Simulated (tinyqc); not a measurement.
Trap density from one capacitance.

Question. Traps spread evenly through the insulator exchange electrons with the semiconductor by tunnelling, with tau(x) = t0 exp(2 ka x) at depth x from the interface. The admittance per area Y seen at depth x obeys dY/dx = -Y^2/(i w eps0 eox) + q Nb ln(1 + i w tau)/tau, with Y(0) = i w Cs and w = 2 pi f; the gate sees Y(tox) = G + i w C. Working variable y = Y/(i w), in uF/cm^2. Cox = eps0 eox/tox. Find Nb and G/w.

Inputs (values chosen for the exercise): relative permittivity of the insulator eox = 4.02; insulator thickness tox = 4.5 nm; semiconductor capacitance in accumulation Cs = 0.91 uF/cm^2; decay constant of the wave function in the insulator ka = 4 1/nm; time constant of a trap at the interface t0 = 4e-9 s; frequency f = 1e5 Hz.

Constants: q = 1.602176634e-19 C, eps0 = 8.8541878128e-14 F/cm where lengths are in cm. Results are converted to the units shown.

C = 0.44940445 uF/cm^2

Answer. C rises steadily with Nb, so one density matches; in practice ka and t0 must come from the frequency dependence.

Nb = 7.30e18 cm^-3 eV^-1
G/w = 0.00677 uF/cm^2

tinyqc, about 0.3 s, one thread, Intel Xeon 2.30GHz (shared host): `OMP_NUM_THREADS=1 python tinyqc.py 2202211 2202212 out.jsonl`
